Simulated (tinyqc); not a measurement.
Inputs raised by 5 %, one at a time: solid solubility of a dopant against its melt (retrograde solidus), clustering and the electrically active fraction. Computed by tinyqc, a small Python program. Command: `OMP_NUM_THREADS=1 python tinyqc.py 3027678 3027679 out.jsonl retro sens`. One thread of a shared host (Intel(R) Xeon(R) Processor @ 2.30GHz), about 0.02 s of CPU time with the checks.

Inputs (values chosen for the exercise, of the order of those of gallium in silicon for the solubility):

| quantity | value | unit |
|---|---|---|
| melting point of the host T_m | 1687 | K |
| heat of melting of the host H_f | 50.2 | kJ/mol |
| interaction L of the melt | 3.3 | kJ/mol |
| enthalpy of transfer from melt to solid H | 0.674 | eV |
| entropy of transfer S | -0.59 | k_B |
| site density N0 | 5e+22 | 1/cm^3 |
| temperature T | 1600 | K |
| total dopant density N_t | 1.5e+20 | 1/cm^3 |
| atoms per cluster m | 2 | - |
| cluster scale N* at 1273 K | 3.1e+20 | 1/cm^3 |
| activation energy E_b of the cluster scale | 0.5 | eV |
| anneal temperature T_a | 975 | K |
| prefactor of n_i | 3.82e+16 | 1/(cm^3 K^1.5) |
| energy E_i in n_i | 0.607 | eV |
| mobility mu | 80 | cm^2/(V s) |

Clustering: clusters that take up free electrons.

Constants: R = 8.314462618 J/(mol K); k_B = 8.617333262e-05 eV/K; e = 1.602176634e-19 C; N_A = 6.02214076e+23 1/mol.

Method:
- x_l and x_s are atom fractions of the dopant in melt and solid; the solid is dilute. Liquidus of the host: R T ln(1 - x_l) + L x_l^2 = -H_f (1 - T/T_m). Distribution: k = x_s/x_l = exp[L (1 - x_l)^2/(R T)] exp(S/k_B - H/(k_B T)), the first factor being the activity coefficient in the melt. Solubility = x_s N0; at T_m x_l = 0.
- The largest x_s N0 between 900 K and T_m. For an ideal melt with constant heats the maximum has x_l = H_f/(H + H_f), H in the same units.
- A highly soluble donor (another dopant than that of the solidus) is limited by clustering. Donors N_a are active, and clusters hold m atoms each: N_t = N_a + m C, m C = N* (N_a/N*)^m (n/N*)^m, each atom taking one electron, n = N_a/2 + sqrt(N_a^2/4 + n_i^2), n_i = prefactor x T^1.5 exp(-E_i/(k_B T)), with N*(T) = N*(1273 K) exp[-(E_b/k_B)(1/T - 1/1273)]. Resistivity = 1/(e mu N_a).

Runs:

| input moved | from | to | solubility (1/cm^3) | largest solubility (1/cm^3) | active density N_a (1/cm^3) | resistivity (milliohm cm) |
|---|---|---|---|---|---|---|
| base run | - | - | 4.525e+19 | 6.496e+19 | 7.617e+19 | 1.024 |
| enthalpy of transfer from melt to solid H (eV) | 0.674 | 0.7077 | 3.544e+19 | 4.980e+19 | 7.617e+19 | 1.024 |
| entropy of transfer S (k_B) | -0.59 | -0.6195 | 4.394e+19 | 6.307e+19 | 7.617e+19 | 1.024 |
| heat of melting of the host H_f (kJ/mol) | 50.2 | 52.71 | 4.719e+19 | 6.710e+19 | 7.617e+19 | 1.024 |
| temperature T (K) | 1600 | 1680 | 4.923e+18 | 6.496e+19 | 7.617e+19 | 1.024 |
| total dopant density N_t (1/cm^3) | 1.5e+20 | 1.575e+20 | 4.525e+19 | 6.496e+19 | 7.767e+19 | 1.004 |
| cluster scale N* at 1273 K (1/cm^3) | 3.1e+20 | 3.255e+20 | 4.525e+19 | 6.496e+19 | 7.841e+19 | 0.995 |
| activation energy E_b of the cluster scale (eV) | 0.5 | 0.525 | 4.525e+19 | 6.496e+19 | 7.305e+19 | 1.068 |

Exponents ln(y'/y) / ln(x'/x):

| input | solubility | largest solubility | active density N_a | resistivity |
|---|---|---|---|---|
| enthalpy of transfer from melt to solid H | -5.010 | -5.445 | 0.000 | 0.000 |
| entropy of transfer S | -0.605 | -0.605 | 0.000 | 0.000 |
| heat of melting of the host H_f | 0.862 | 0.665 | 0.000 | 0.000 |
| temperature T | -45.467 | 0.000 | 0.000 | 0.000 |
| total dopant density N_t | 0.000 | 0.000 | 0.400 | -0.400 |
| cluster scale N* at 1273 K | 0.000 | 0.000 | 0.593 | -0.593 |
| activation energy E_b of the cluster scale | 0.000 | 0.000 | -0.858 | 0.858 |

Among the inputs moved here: solubility answers most in size to temperature T (exponent -45.467), next to enthalpy of transfer from melt to solid H (-5.010); its exponent is below 0.0005 for total dopant density N_t, cluster scale N* at 1273 K, activation energy E_b of the cluster scale. Largest solubility answers most in size to enthalpy of transfer from melt to solid H (exponent -5.445), next to heat of melting of the host H_f (+0.665); its exponent is below 0.0005 for temperature T, total dopant density N_t, cluster scale N* at 1273 K, activation energy E_b of the cluster scale. Active density N_a answers most in size to activation energy E_b of the cluster scale (exponent -0.858), next to cluster scale N* at 1273 K (+0.593); its exponent is below 0.0005 for enthalpy of transfer from melt to solid H, entropy of transfer S, heat of melting of the host H_f, temperature T. resistivity answers most in size to activation energy E_b of the cluster scale (exponent +0.858), next to cluster scale N* at 1273 K (-0.593); its exponent is below 0.0005 for enthalpy of transfer from melt to solid H, entropy of transfer S, heat of melting of the host H_f, temperature T.

Caution (all rows): this clustering law is a generic form; degeneracy and a doping-dependent mobility are left out.
